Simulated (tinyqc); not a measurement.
Worked calculation: two coupled magnetic layers: synthetic antiferromagnet, spin flop, exchange bias and magnetoresistance. Computed by tinyqc, a small Python program that keeps every step. Command: `OMP_NUM_THREADS=1 python tinyqc.py 3011259 3011260 out.jsonl saf walk`. One thread of a shared host (Intel(R) Xeon(R) Processor @ 2.30GHz), about 0.3 s of CPU time with the checks. Intermediate numbers are printed to about 7 digits and carried at full precision; extremes and crossings named in words are read from the listed rows.

Moments lie in the plane at the angles p1, p2 from the field. Energy per area: E = J1 cos(p1 - p2) + J2 cos^2(p1 - p2) - B M_s (t1 cos p1 + t2 cos p2) + K (t1 sin^2 p1 + t2 sin^2 p2).

Inputs (values chosen for the exercise, for a model stack):
```
quantity                           value              unit
saturation magnetisation M_s        1040              kA/m
thickness t1                         2.4                nm
thickness t2                         2.4                nm
antiferromagnetic coupling J1       0.16            mJ/m^2
biquadratic coupling J2                0            mJ/m^2
in-plane anisotropy K                4.5            kJ/m^3
field over the saturation field     0.49                 -
spin polarisation P1                0.79                 -
spin polarisation P2                0.47                 -
resistance-area product, parallel     19  ohm micrometre^2
exchange-bias energy J_ex           0.28            mJ/m^2
```

Field direction: along the easy axis.

## Saturation field

The parallel state is stable while the Hessian at p1 = p2 = 0 is positive: with c = J1 + 2 J2 and u = B M_s + 2K, (u t1 - c)(u t2 - c) > c^2, so B_sat M_s = c (1/t1 + 1/t2) - 2K. B_K = 2K/M_s.

exchange field c (1/t1 + 1/t2)/M_s = 128.2051 mT

B_K = 8.653846 mT

saturation field B_sat = 119.5513 mT

applied field B = 58.58013 mT

## Limit of the antiparallel state

With p1 = 0, p2 = 180 degrees and c2 = J1 - 2 J2 the Hessian is [[c2 + t1 (2K + b), -c2], [-c2, c2 + t2 (2K - b)]], b = B M_s; its determinant vanishes at the positive root of t1 t2 b^2 - c2 (t1 - t2) b - [2K c2 (t1 + t2) + 4 K^2 t1 t2] = 0.

stability limit B_sf of the antiparallel state = 34.41448 mT

For equal layers this is sqrt(B_K (B_K + B_c)) with B_c = c2 (1/t1 + 1/t2)/M_s, nearly the geometric mean of anisotropy and coupling fields: 4.0 B_K. The flopped state becomes the lower one slightly earlier, so the spin flop is hysteretic.

## Equilibrium at the field B

The lowest minimum of E over both angles (from five starts; of two mirror images the one with p1 >= 0, and for equal layers |p1| <= |p2|).

p1 = 60.65942 degrees

p2 = -60.65942 degrees

m/m_sat along B = 0.4900000

energy = -0.2100458 mJ/m^2

The moments are canted, 121.3 degrees apart; for equal layers without J2, m/m_sat = B/B_sat = 0.49 exactly.

## Tunnel magnetoresistance against a free layer along B

Julliere: TMR = 2 P1 P2/(1 - P1 P2). Conductance G(theta) = G0 (1 + P1 P2 cos theta), so RA(theta) = RA_P (1 + P1 P2)/(1 + P1 P2 cos theta); theta = p2 for the layer next to the barrier.

TMR = 118.1167 %

RA, antiparallel = 41.44218 ohm micrometre^2

RA at this field = 22.04407 ohm micrometre^2

## Pinning of a single layer

A layer t1 on an antiferromagnet is shifted by B_ex = J_ex/(M_s t1).

bias field, single layer = 112.1795 mT

## Magnetisation curve

The formulas are those given above.

Equilibrium states:
```
B/B_sat    B (mT)  p1 (degrees)  p2 (degrees)   m/m_sat
0.02       2.3910       0.00000     -180.0000  0.000000
0.06       7.1731       0.00000     -180.0000  0.000000
0.12      14.3462       0.00000     -180.0000  0.000000
0.20      23.9103       0.00000     -180.0000  0.000000
0.30      35.8654      72.54240      -72.5424  0.300000
0.45      53.7981      63.25632      -63.2563  0.450000
0.60      71.7308      53.13010      -53.1301  0.600000
0.80      95.6410      36.86990      -36.8699  0.800000
0.95     113.5737      18.19487      -18.1949  0.950000
1.10     131.5064       0.00000        0.0000  1.000000
```

The collinear state is the lowest in 4 row(s), with m/m_sat = (t1 - t2)/(t1 + t2) = 0.000; then the moments are canted and close at B_sat. The largest gap between m/m_sat and B/B_sat in the canted rows is 0.000.

Checks made by the program: the energy against a grid over both angles (relative difference 2e-07).
